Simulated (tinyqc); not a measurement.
Gaps across the alloy: alloy A(1-x)B(x) by interpolation with bowing.

Each gap follows E(x) = (1 - x) E_A + x E_B - C x (1 - x); the lattice constant follows Vegard, a(x) = (1 - x) a_A + x a_B.

Constants: hc = 1239.841984 eV nm.

Inputs chosen for the exercise (A near GaAs, B near AlAs; shifted at random, so the results belong to these values and not to a real crystal): a = (5.661, 5.668) angstrom (lattice constant of A, B); Eg = (1.506, 3.143) eV (gap at Gamma to the s-like level of A, B); EgX = (1.968, 2.256) eV (gap to the lowest valley along Gamma-X of A, B); EgL = (1.817, 2.438) eV (gap to L of A, B); C = (0.337, 0.047, 0) eV (bowing of the Gamma, X and L gaps).

Eleven compositions.

Gaps (eV):

| x | a (angstrom) | Gamma | X | L | lowest | wavelength (nm) |
|---|---|---|---|---|---|---|
| 0.0 | 5.6610 | 1.506 | 1.968 | 1.817 | Gamma | 823 |
| 0.1 | 5.6617 | 1.639 | 1.993 | 1.879 | Gamma | 756 |
| 0.2 | 5.6624 | 1.779 | 2.018 | 1.941 | Gamma | 697 |
| 0.3 | 5.6631 | 1.926 | 2.045 | 2.003 | Gamma | 644 |
| 0.4 | 5.6638 | 2.080 | 2.072 | 2.065 | L | 600 |
| 0.5 | 5.6645 | 2.240 | 2.100 | 2.127 | X | 590 |
| 0.6 | 5.6652 | 2.407 | 2.130 | 2.190 | X | 582 |
| 0.7 | 5.6659 | 2.581 | 2.160 | 2.252 | X | 574 |
| 0.8 | 5.6666 | 2.762 | 2.191 | 2.314 | X | 566 |
| 0.9 | 5.6673 | 2.949 | 2.223 | 2.376 | X | 558 |
| 1.0 | 5.6680 | 3.143 | 2.256 | 2.438 | X | 550 |

The lowest valley changes at x = 0.385 (Gamma to L, gap 2.056 eV) and x = 0.419 (L to X, gap 2.077 eV). The middle valley is lowest only in a narrow window, which small changes of the inputs would close. The Gamma gap is monotonic, since its bowing (0.337 eV) is smaller than the difference of the end gaps (1.637 eV); at x = 0.5 bowing lowers it by C/4 = 0.084 eV.

Program tinyqc; command `OMP_NUM_THREADS=1 python tinyqc.py 1080347 1080348 out.jsonl`; about 0.01 s on one thread of a shared Intel(R) Xeon(R) Processor @ 2.30GHz.
